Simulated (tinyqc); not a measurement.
Nanosheet or nanowire with hard walls, valleys of the Si type: sweeps and comparisons. A value that a table varies takes the place of the one given here.

Six ellipsoidal valleys along the cube axes: inverse mass tensor w = 1/mt + (1/ml - 1/mt) a a^T with a the unit axis. Device axes: x along the channel, z = [001], y = z x x.

Hard walls around a W x H rectangle. The block w_c of w in (y, z) confines; the transport mass follows from 1/m_x = w_xx - w_xc w_c^-1 w_cx. The cross-section problem c (w_yy ky^2 + 2 w_yz ky kz + w_zz kz^2), c = hbar^2/2m0, is solved in products sin(n pi y/W) sin(l pi z/H), n, l = 1 to 12; if w_yz = 0 the levels are c pi^2 (w_yy n^2/W^2 + w_zz l^2/H^2). The w_yz term couples (n, l) to (n', l') by -2 c w_yz D_nn'(W) D_ll'(H) with D_nm(L) = 4 n m/(L (n^2 - m^2)) for n + m odd and 0 otherwise.

Without degeneracy the line density is N1 exp((EF - Ec)/kB T) with N1 = sum 2 g sqrt(m_x kB T/(4 pi c)) exp(-E/kB T), here over n, l up to 80 where w_yz = 0 and over all levels of a 12 x 12 sine basis otherwise; the classical value is W H Nc with Nc = 2 g_all (m_dos kB T/(4 pi c))^(3/2), m_dos = (ml mt^2)^(1/3); dVt = kB T ln(W H Nc/N1).

Constants: hbar^2/2m0 = 3.80998211 eV angstrom^2; kB = 8.617333262e-05 eV/K.

Inputs chosen for the exercise (near those of Si; shifted at random, so the results belong to these values and not to a real crystal):
```
symbol   value                            unit      meaning
ml       0.926                            m0        longitudinal mass
mt       0.192                            m0        transverse mass
T        77                               K         temperature
g_all    6                                          number of valleys
channel  110                                        transport direction x on a (001) wafer
H        56                               angstrom  height, along z = [001]
Ws       (30, 40, 60, 90, 140, 220, 350)  angstrom  widths
W        210                              angstrom  width, along y
```

## From wire to sheet

Valleys:
```
group,valleys g,w_yy,w_zz,|w_yz|,m_x (m0)
A,2,5.20833,1.07991,0.00000,0.19200
B,4,3.14412,5.20833,0.00000,0.55900
```

Lowest level of each group (groups ordered by w_zz, then w_yy) and dVt against the width.

Results:
```
W (angstrom),A1 (eV),B1 (eV),dVt (mV)
30,0.2306,0.1938,177.6
40,0.1354,0.1363,120.1
60,0.0674,0.0953,63.5
90,0.0371,0.0770,36.2
140,0.0229,0.0685,24.9
220,0.0170,0.0649,21.0
350,0.0145,0.0634,19.3
```

What does this show?

dVt falls from 178 to 19 mV. The lowest group changes from B to A between W = 30 and 40 angstrom (H = 56). At the widest W the lowest level is 0.0145 eV; the film limit c pi^2 w_zz/H^2 of that group is 0.0129 eV.

## Channel direction

The same rectangle along [100] and [110]; groups ordered by w_zz, then w_yy.

Lowest level of each group:
```
"channel, group",valleys g,w_yy,w_zz,|w_yz|,m_x (m0),E (eV)
[100] A,2,5.208,1.080,0.000,0.192,0.0174
[100] B,2,1.080,5.208,0.000,0.192,0.0634
[100] C,2,5.208,5.208,0.000,0.926,0.0669
[110] A,2,5.208,1.080,0.000,0.192,0.0174
[110] B,4,3.144,5.208,0.000,0.559,0.0651
```

What can be read from the table?

The lowest subband has m_x = 0.192 m0 and 2 valleys along [100], and 0.192 m0 and 2 valleys along [110]; its edge lies at 0.0174 and 0.0174 eV. These valleys have their axis along z, so turning the channel in the wafer plane leaves them alone; only the higher groups change.

## What each parameter does

E1 and E2 are the two lowest subband edges over all groups. Each row changes one parameter from the base and keeps the others.

Results:
```
case,E1 (eV),E2 - E1 (meV),m_x of lowest (m0),dVt (mV)
base,0.0174,13.3,0.192,21.3
W = 200 angstrom,0.0178,14.7,0.192,21.6
H = 64 angstrom,0.0144,13.3,0.192,19.0
T = 127 K,0.0174,13.3,0.192,26.7
ml = 1.019 m0,0.0162,13.3,0.192,20.4
mt = 0.173 m0,0.0179,14.8,0.173,21.6
```

What does this show?

The largest shifts from the base row, up to three for each result and ties (the steps differ in size, so this ranks the rows, not the parameters). E1 (eV): H -0.0030, ml -0.0012, mt +0.0005, W +0.0005; unchanged at the printed digits by T. E2 - E1 (meV): mt +1.5, W +1.4; unchanged at the printed digits by H, T and ml. m_x of lowest (m0): mt -0.019; unchanged at the printed digits by W, H, T and ml. dVt (mV): T +5.4, H -2.3, ml -0.9.

Computed by tinyqc, a small Python program: `OMP_NUM_THREADS=1 python tinyqc.py 1281286 1281287 out.jsonl` (the numbers bound the seed that draws the inputs); one thread of a shared host (Intel(R) Xeon(R) Processor @ 2.30GHz), about 0.04 s for the whole set of steps.
